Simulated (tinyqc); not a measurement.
Worked calculation: LCCD on RHF in the 6-31g basis, for H2, spin multiplicity 1. One step of it, computed by the program tinyqc.

Question. LCCD: starting amplitudes. t_ij^ab = <ij||ab> / (e_i + e_j - e_a - e_b), whose energy is MP2.

orbital energies (hartree): MO1 -0.516895, MO2 0.154980, MO3 0.927045, MO4 1.134492

Two-electron integrals over orbitals (pq|rs), unique and non-zero (hartree):
```
(11|11) 0.556952    (21|21) 0.110941    (22|11) 0.440230    (22|22) 0.402791
(31|11) 0.129657    (31|22) 0.070098    (31|31) 0.091913    (32|21) 0.014469
(32|32) 0.038766    (33|11) 0.499838    (33|22) 0.404956    (33|31) 0.118087
(33|33) 0.474077    (41|21) -0.080061   (41|32) -0.051640   (41|41) 0.106759
(42|11) -0.135247   (42|22) -0.074259   (42|31) -0.081014   (42|33) -0.120376
(42|42) 0.083270    (43|21) -0.123819   (43|32) -0.042701   (43|41) 0.124324
(43|43) 0.177914    (44|11) 0.557256    (44|22) 0.447716    (44|31) 0.165647
(44|33) 0.527826    (44|42) -0.160470   (44|44) 0.616278
```

Give: Starting amplitudes; correlation energy.

Answer.

Starting amplitudes (spin orbitals 1a, 1b, ...; amplitudes related by a flip of all spins are not repeated):
```
from      to        t
1a 1b  2a 2b  -0.0826
1a 1b  2a 4b   0.0345
1a 1b  4a 4b  -0.0323
1a 1b  3a 3b  -0.0318
```

correlation energy = -0.021054 hartree
